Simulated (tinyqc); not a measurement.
The decay curve: photoconductance decay in a wafer: bulk and surface recombination modes, and iron detection by pair splitting. Computed by tinyqc, a small Python program. Command: `OMP_NUM_THREADS=1 python tinyqc.py 3111896 3111897 out.jsonl pcd walk`. One thread of a shared host (Intel(R) Xeon(R) Processor @ 2.30GHz), about 0.01 s of CPU time with the checks.

Both faces of the wafer have the same S; injection is low and all coefficients are constant. x runs from -W/2 to W/2.

Inputs (values chosen for the exercise, modelled on p-type silicon): thickness W = 525 micrometre; diffusivity D = 32 cm^2/s; bulk lifetime tau_b without iron = 130 microsecond; surface recombination velocity S = 1700 cm/s; absorption coefficient alpha = 2000 1/cm.

Method:
- Even modes cos(a x) obey b tan b = S W/(2 D) with b = a W/2, odd modes sin(a x) obey -b cot b = S W/(2 D); each decays at the rate 1/tau_b + D a^2.
- tau_eff is the decay time of the first mode. The surface time is 1/(D a^2) of that mode; shortcuts for it are W/(2 S), W^2/(pi^2 D) and their sum, whose error is sum/surface time - 1.
- Light from one face makes n(x, 0) proportional to exp(-alpha (x + W/2)). Only even modes carry the thickness average: weight c_n = [sin b/b] int n cos(a x) dx / (int cos^2(a x) dx x mean n), with int exp(-alpha (x + W/2)) cos(a x) dx = [alpha cos b (1 - E) + a sin b (1 + E)]/(alpha^2 + a^2), E = exp(-alpha W), and int cos^2 = W/2 + sin(2 b)/(2 a).
- Mean density = sum_n c_n exp(-t/tau_n) over 60 modes; the local decay time is -1/(d ln n/dt).

W^2/(pi^2 D) = 8.72708 microsecond

tau_eff = 19.6207 microsecond

Decay:
```
t / (W^2/(pi^2 D))  t (microsecond)  mean density/start  local decay time (microsecond)
0.02                          0.175             0.89215                           2.674
0.05                          0.436             0.82750                           4.311
0.10                          0.873             0.76187                           6.281
0.20                          1.745             0.68067                           9.266
0.50                          4.364             0.55078                          15.439
1.00                          8.727             0.43065                          19.102
2.00                         17.454             0.27532                          19.616
```

What does the comparison show, and why?

The local decay time goes from 2.67 to 19.6 microsecond against tau_eff = 19.6. Early on higher modes speed the decay, so a fit must start late.
